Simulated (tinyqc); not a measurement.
Voltage acceleration of oxide breakdown, four models on the same data: one step of the calculation.

Field E = V/tox in MV/cm. Models: ln(t63/1 s) = a - c X with X = E (E model), -1/E (1/E model), ln V (power law, c the exponent n) or sqrt(E).

Question. Projection to use conditions. Project to Vu, multiply by exp[(Ea q/kB)(1/Tu - 1/Ts)] and by ks; ten years are 3.15576e8 s. The largest voltage for ten years solves the same relation for V.

Parameters, values chosen for the exercise:
- tox = 6.8 nm (oxide thickness)
- Vu = 3.3 V (use voltage)
- Ts = 398 K (stress temperature)
- Tu = 378 K (use temperature)
- Ea = 0.75 eV (activation energy)
- ks = 0.00097 (factor for area and percentile)

Constants: q = 1.602176634e-19 C, kB = 1.380649e-23 J/K. Results are converted to the units shown.

```
model,c,a
E,3.3698512,40.131540
1/E,294.94970,-23.663207
power,31.800570,67.076134
sqrt E,20.749040,71.885886
```

Give: temperature factor; lifetime; largest voltage for ten years.

Answer.

temperature factor = 3.1805

```
model,lifetime (years),largest voltage for ten years (V)
E,2.0737,2.9825
1/E,1.2844e6,4.0920
power,428.46,3.7139
sqrt E,22.840,3.4203
```

The lifetimes span 5.79 decades, from the E model (most cautious) to the 1/E model; the allowed voltage spans 2.98 to 4.09 V. 3 of the four models pass ten years at Vu. Lifetimes beyond a thousand years are formal extrapolations.

Range of the model: All four laws are empirical fits; none is established far below the stress range.

Numbers from tinyqc (`OMP_NUM_THREADS=1 python tinyqc.py 2070040 2070041 out.jsonl`; about 0.01 s on one thread of a shared Intel Xeon 2.30GHz).
